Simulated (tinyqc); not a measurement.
Which input was changed? Model: kinetics of strain relaxation and threading dislocations in mismatched semiconductor layers. Computed by tinyqc, a small Python program. Command: `OMP_NUM_THREADS=1 python tinyqc.py 3009579 3009580 out.jsonl threading which`. One thread of a shared host (Intel(R) Xeon(R) Processor @ 2.30GHz), about 0.05 s of CPU time with the checks.

60-degree dislocations on {111} planes of a (001) layer, isotropic elasticity. The Schmid factor is 1/sqrt(6), and a misfit segment relieves strain with b/2.

Inputs (values chosen for the exercise, modelled on Si(0.8)Ge(0.2) on Si):

| quantity | value | unit |
|---|---|---|
| misfit f | 0.0084 | - |
| shear modulus G | 65.5 | GPa |
| Poisson ratio nu | 0.27 | - |
| Burgers vector b | 3.88 | angstrom |
| glide activation energy Q | 2.16 | eV |
| velocity prefactor v0 | 26000 | m/s per MPa |
| layer thickness h | 110 | nm |
| anneal temperature T | 1075 | K |
| anneal time t | 40 | s |
| initial thread density rho_0 | 110000 | 1/cm^2 |
| multiplication constant delta | 3700 | 1/m |
| grading rate (misfit per thickness) R_f | 0.0036 | 1/micrometre |
| growth temperature of the buffer T_g | 963 | K |
| growth rate R_g | 5.8 | nm/s |
| reaction radius r_A | 8.7 | nm |
| final thickness of a thick uniform layer H | 5.2 | micrometre |
| aspect ratio of a trench | 2.7 | - |

Sources: fixed density of threads.

Constants: k_B = 8.617333262e-05 eV/K.

Method:
- Excess resolved stress tau = (1/sqrt 6) [2 G (1 + nu)/(1 - nu)] (e - e_eq), e_eq = b (1 - nu/4) [ln(h/b) + 1]/(4 pi (1 + nu) h), the Matthews-Blakeslee strain of an uncapped layer; glide velocity v = v0 tau exp(-Q/(k_B T)), tau in MPa.
- Threads run in two directions, so de/dt = -(b/4) rho v, with rho fixed. With x = e - e_eq, x0 = f - e_eq (fully strained at t = 0) and v = m S x (m the mobility, S x = tau): x = x0 exp(-t/t_r), t_r = 4/(b rho_0 m S).
- The half time is that at which x = x0/2.
- In steady grading, strain is fed at R_f R_g and relieved at (b/4) rho v. As a glide-limited estimate, the driving stress is taken as the mean stress of the strained top zone, whose depth z solves R_f z/2 = e_eq(z), with strain R_f z at the surface; tau_g = S R_f z/2 is its mean; then rho = 4 R_f R_g/(b m tau_g), m = v0 exp(-Q/(k_B T_g)), S = (1/sqrt 6) 2 G (1 + nu)/(1 - nu), e_eq(z) = b (1 - nu/4) [ln(z/b) + 1]/(4 pi (1 + nu) z).
- A separate case, a thick relaxed layer. Pair reactions during growth: d rho/dh = -K rho^2 with K = 2 r_A tan(psi) and threads inclined by psi = 45 degrees (the <110> lines of {111} planes), so rho = 1/(K H) for a layer that starts with far more threads than that, as highly mismatched layers do. In a trench along [110] a thread on {111} rises at 54.74 degrees across the width, and leaves through the wall below the height w tan(54.74 degrees) = sqrt(2) w; the share of threads, evenly spread over the floor, that reach the top is max(0, 1 - a/sqrt 2) for the aspect ratio a.

Question. One of these inputs alone was changed, within the range given: misfit f (0.0042 to 0.0168); velocity prefactor v0 (1.3e+04 to 5.2e+04); initial thread density rho_0 (5.5e+04 to 2.2e+05); growth temperature of the buffer T_g (481.5 to 1926). Which one, and to what value?

Results:

| run | thread density of the buffer (1/cm^2) | strain left e | thread density at H (1/cm^2) |
|---|---|---|---|
| before | 3.200626e+06 | 0.004619514 | 1.105217e+09 |
| after | 3.757031e+03 | 0.004619514 | 1.105217e+09 |

Answer.

Each candidate set to reproduce thread density of the buffer, and what it then gives:

| candidate | range searched | value needed | strain left e | thread density at H (1/cm^2) |
|---|---|---|---|---|
| misfit f | 0.0042 to 0.0168 | no effect | - | - |
| velocity prefactor v0 (m/s per MPa) | 1.3e+04 to 5.2e+04 | out of reach | - | - |
| initial thread density rho_0 (1/cm^2) | 5.5e+04 to 2.2e+05 | no effect | - | - |
| growth temperature of the buffer T_g (K) | 481.5 to 1926 | 1300 | 0.0046195 | 1.1052e+09 |

Only growth temperature of the buffer T_g fits every result: it went from 963 to 1300 K. No other candidate reaches the first result within its range.

Caution: blocking of threads by crossing misfit lines, left out here, leaves real layers with more strain. Caution: at this small misfit a layer may start with fewer threads than 1/(K H), which is then only an upper bound. Caution: real buffers seldom go below 1e5 /cm^2, as pile-ups and nucleation take over; this value is a lower bound.
